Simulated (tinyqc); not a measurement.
Two-step dopant diffusion (predeposition and drive-in) with a constant diffusivity: one step, computed by the program tinyqc.

Fick diffusion into a half space x > 0 whose background doping C_B is of the opposite type, so that a junction lies where C = C_B.

Task: Drive-in as a Gaussian. With a sealed surface and a thin source, C = Q/sqrt(pi (Dt)2) exp(-x^2/(4 (Dt)2)); x_j = 2 sqrt((Dt)2 ln(C(0)/C_B)); gradient at the junction |dC/dx| = C_B x_j/(2 (Dt)2).

Inputs (values chosen for the exercise, modelled on boron in silicon):

| quantity | value | unit |
|---|---|---|
| surface concentration C_s | 2.4e+19 | 1/cm^3 |
| background doping C_B | 2.6e+14 | 1/cm^3 |
| predeposition temperature T1 | 1050 | C |
| drive-in temperature T2 | 1050 | C |
| stand-by temperature | 800 | C |

dose Q = 1.395001e+14 1/cm^2

drive-in budget (Dt)2 = 6.376382e-11 cm^2

Give: surface concentration C(0) (Gaussian); junction depth x_j; gradient at the junction.

Result:

surface concentration C(0) (Gaussian) = 9.856e+18 1/cm^3

junction depth x_j = 0.5186 um

gradient at the junction = 1.057e+20 1/cm^4

Caution: the drive-in budget is under fifteen times D1 t1, so the source is not thin and the Gaussian junction is too shallow. Caution: the surface value exceeds the intrinsic carrier density during the drive-in as well. Caution: C_s exceeds the intrinsic carrier density of silicon at the predeposition temperature (2e18 to 1e19 per cm^3), where real diffusivities rise with concentration and profiles turn box-like.
